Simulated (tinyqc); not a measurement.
Bethe-Salpeter matrix of a two-band chain (Tamm-Dancoff form): one step. Exciton levels and strengths. Two cases, with inputs chosen for the exercise.

Task: Diagonalise. For the lowest state give the amplitudes A_k (norm 1, largest positive) and f = (sum_k A_k)^2/Nk, Nk the size of the matrix.

Case 1.

Values chosen: Eg = 5.6 eV (quasiparticle gap).

H (eV):
```
           j0         j1         j2         j3         j4         j5
j0   5.570000  -0.030000  -0.030000  -0.030000  -0.030000  -0.030000
j1  -0.030000   6.510000  -0.030000  -0.030000  -0.030000  -0.030000
j2  -0.030000  -0.030000   8.390000  -0.030000  -0.030000  -0.030000
j3  -0.030000  -0.030000  -0.030000   9.330000  -0.030000  -0.030000
j4  -0.030000  -0.030000  -0.030000  -0.030000   8.390000  -0.030000
j5  -0.030000  -0.030000  -0.030000  -0.030000  -0.030000   6.510000
```

Case 2.

Values chosen: Eg = 6 eV (quasiparticle gap).

H (eV):
```
           j0         j1         j2         j3         j4         j5         j6         j7         j8         j9
j0   5.769400  -0.074593  -0.002961   0.023793   0.041761   0.044600   0.041761   0.023793  -0.002961  -0.074593
j1  -0.074593   6.059694  -0.074593  -0.002961   0.023793   0.041761   0.044600   0.041761   0.023793  -0.002961
j2  -0.002961  -0.074593   6.819694  -0.074593  -0.002961   0.023793   0.041761   0.044600   0.041761   0.023793
j3   0.023793  -0.002961  -0.074593   7.759106  -0.074593  -0.002961   0.023793   0.041761   0.044600   0.041761
j4   0.041761   0.023793  -0.002961  -0.074593   8.519106  -0.074593  -0.002961   0.023793   0.041761   0.044600
j5   0.044600   0.041761   0.023793  -0.002961  -0.074593   8.809400  -0.074593  -0.002961   0.023793   0.041761
j6   0.041761   0.044600   0.041761   0.023793  -0.002961  -0.074593   8.519106  -0.074593  -0.002961   0.023793
j7   0.023793   0.041761   0.044600   0.041761   0.023793  -0.002961  -0.074593   7.759106  -0.074593  -0.002961
j8  -0.002961   0.023793   0.041761   0.044600   0.041761   0.023793  -0.002961  -0.074593   6.819694  -0.074593
j9  -0.074593  -0.002961   0.023793   0.041761   0.044600   0.041761   0.023793  -0.002961  -0.074593   6.059694
```

Give: levels; amplitudes of the lowest state; f of the lowest state.

Result:

Case 1.

levels (eV): 5.5670  6.4796  6.5400  8.3608  8.4200  9.3326

amplitudes of the lowest state: j0 0.999, j1 0.034, j2 0.012, j3 0.009, j4 0.012, j5 0.034

f of the lowest state = 0.201

The lowest state lies 0.0330 eV below the gap Eg = 5.6 eV and holds 20 % of the strength, against 17 % for one free pair. On a fine mesh the triplet and singlet bindings are 0.0816 and 0.0086 eV.

Case 2.

levels (eV): 5.7299  6.0468  6.0864  6.7763  6.8624  7.7224  7.7997  8.4913  8.5345  8.8444

amplitudes of the lowest state: j0 0.946, j1 0.227, j2 0.013, j3 -0.015, j4 -0.021, j5 -0.021, j6 -0.021, j7 -0.015, j8 0.013, j9 0.227

f of the lowest state = 0.178

The lowest state lies 0.2701 eV below the gap Eg = 6 eV and holds 18 % of the strength, against 10 % for one free pair. On a fine mesh the triplet and singlet bindings are 0.5443 and 0.2585 eV.

Computed by tinyqc, one run a case: `OMP_NUM_THREADS=1 python tinyqc.py N N+1 out.jsonl` with N = 1250388, 1250702; one thread of a shared Intel(R) Xeon(R) Processor @ 2.30GHz, about 0.1 s a run at most.
